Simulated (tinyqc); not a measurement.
Short-channel transistor, virtual-source model with series resistance: one step of the calculation.

The current per gate width is the charge at the top of the source barrier (the virtual source) times its velocity times a saturation function; al and be are fitting constants of the model. Units: I in uA/um, Rs in ohm um, so I Rs = 1e-6 I Rs in volts; Q in uC/cm^2, so I = 1e-4 Q vx0 Fsat with vx0 in cm/s.

Question. What the series resistance costs. Intrinsic voltages Vg' = Vgs - I Rs, Vd' = Vds - 2 I Rs. n = n0 + nd Vd', VT = VT0 - dl Vd', Ff = 1/(1 + exp((Vg' - VT + al Vt/2)/(al Vt))), Q = Cinv n Vt ln(1 + exp((Vg' - VT + al Vt Ff)/(n Vt))), Vdsat = (vx0 L/mu)(1 - Ff) + Vt Ff, Fsat = u/(1 + u^be)^(1/be) with u = Vd'/Vdsat, and I = Q vx0 Fsat per width. I0 is the current for Rs = 0. Effective velocity I/Q; transit time L Q/I.

Values chosen for this exercise:
```
symbol,value,unit,meaning
T,325,K,temperature
Cinv,3.42,uF/cm^2,inversion capacitance
vx0,9.89e6,cm/s,velocity at the virtual source
mu,270,cm^2/(V s),apparent mobility
L,25,nm,channel length
VT0,0.291,V,threshold at zero drain voltage
dl,0.067,V/V,drain-induced barrier lowering
n0,1.08,,subthreshold factor
nd,0.1,1/V,growth of n with drain voltage
al,3.5,,threshold shift (in units of Vt) from weak to strong inversion
be,1.8,,sharpness of saturation
Rs,200,ohm um,series resistance of each contact
Vgs,0.8,V,gate voltage
Vds,0.05,V,drain voltage
```

Constants: q = 1.602176634e-19 C, kB = 1.380649e-23 J/K, Vt = kB T/q. Results are converted to the units shown.

converged I = 109.75300 uA/um
I0 = 807.25451 uA/um

Give: loss against I0; effective velocity; transit time.

Answer.

loss against I0 = 86.40 %
effective velocity = 6.578e5 cm/s
transit time = 3.801 ps

Computed by the program tinyqc: `OMP_NUM_THREADS=1 python tinyqc.py 2380162 2380163 out.jsonl`, one thread of a shared Intel Xeon 2.30GHz, about 0.02 s for the whole run.
